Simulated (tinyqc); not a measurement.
Worked calculation: optical gain and spontaneous emission in a bulk direct-gap semiconductor. Values are carried at full precision from step to step, so a last printed digit may differ when a step is redone from the rounded ones.

F_j(eta) = (1/Gamma(j + 1)) integral_0^infinity x^j dx/(1 + exp(x - eta)), which tends to exp(eta) for eta << 0.

Quasi-Fermi levels: n = Nc F_1/2(Fc/kT) and p = Nv F_1/2(Fv/kT), Fc counted up from the conduction edge and Fv down from the valence edge; Nc, Nv from N = 2 (m kB T/(4 pi c))^(3/2) with c = hbar^2/2m0, in 1/angstrom^3; times 1e24 for 1/cm^3, with me and (mhh^(3/2) + mlh^(3/2))^(2/3).

Constants: hbar^2/2m0 = 3.80998211 eV angstrom^2; kB = 8.617333262e-05 eV/K; fine-structure constant alpha = 0.007297352564; hbar = 6.58211957e-16 eV s; hbar c = 1973.269805 eV angstrom.

Inputs chosen for the exercise (near those of GaN; the results hold for these values, not for the real material): me = 0.2042 m0 (electron mass); mhh = 1.374 m0 (heavy-hole mass); mlh = 0.2943 m0 (light-hole mass); n = 1.1e+19 1/cm^3 (injected density, n = p); T = 350 K; Eg = 3.514 eV (direct gap); Ep = 16.6 eV (Kane energy); nr = 2.65 (refractive index); E = 3.625 eV (photon energy).

## Quasi-Fermi levels

Solve for Fc and Fv.

kT = 0.030161 eV
Nc = 2.918e+18 1/cm^3
Nv = 5.598e+19 1/cm^3
Fc = 0.0783 eV
Fv = -0.0470 eV
Fc + Fv = 0.0313 eV

The separation of the quasi-Fermi levels exceeds the gap, so photons between Eg and Eg + (Fc + Fv) see gain. The quasi-Fermi level of the electrons lies inside the band, that of the holes in the gap.

## Absorption of the empty crystal

Parabolic bands, vertical transitions, no excitons. For each hole band j: mr = me mj/(me + mj); joint density of states J_j(E) = (mr/c)^(3/2) sqrt(E - Eg)/(2 pi^2), both spins, c = hbar^2/2m0; averaged matrix element |e.p|^2 = m0 Ep/6; alpha_j(E) = 4 pi^2 alpha_f c Ep J_j/(3 nr E) in 1/angstrom (alpha_f the fine-structure constant, listed as alpha among the constants), times 1e8 for 1/cm.

Evaluate at E for heavy and light holes.

mr, J and alpha of each hole band:
```
hole   mr (m0)  J (1/(eV angstrom^3))  alpha (1/cm)
heavy  0.17778              0.0001701       10756.0
light  0.12055              9.500e-05        6006.2
```

The heavy-hole band gives 64 % of the total, 16762 1/cm.

## Occupations and gain at E

For band j the electron sits at Ee = (E - Eg) mr/me above its edge and the hole at Eh = (E - Eg) mr/mj; fe = 1/(1 + exp((Ee - Fc)/kT)), fh = 1/(1 + exp((Eh - Fv)/kT)); gain g = sum_j alpha_j (fe + fh - 1).

Use mr and alpha from the table.

Energies, occupations and gain of each hole band:
```
hole   Ee (eV)  Eh (eV)     fe     fh  g (1/cm)
heavy   0.0966   0.0144  0.353  0.116     -5719
light   0.0655   0.0455  0.604  0.045     -2108
```

total gain = -7827 1/cm

E - Eg = 0.1110 eV is above Fc + Fv = 0.0313 eV, so both bands give loss (Bernard-Duraffourg).

## Spontaneous emission

Spontaneous rate: R = integral of (nr E/(hbar c))^2/(pi^2 hbar) sum_j alpha_j fe fh dE, with alpha in 1/cm and (nr E/(hbar c))^2 in 1/cm^2 (1e16 per 1/angstrom^2); B = R/(n p); lifetime n/R.

Integrate over photon energy.

R = 4.62e+27 1/(cm^3 s)
B = 3.81e-11 cm^3/s
radiative lifetime = 2.38 ns

## Checks

- B at n = 1e13 1/cm^3 against the van Roosbroeck-Shockley value from alpha and ni^2 (cm^3/s): both 5.12e-11.

Run: tinyqc, `OMP_NUM_THREADS=1 python tinyqc.py 1651899 1651900 out.jsonl`; Intel(R) Xeon(R) Processor @ 2.30GHz, one thread, shared host; about 0.1 s of CPU time with all checks.
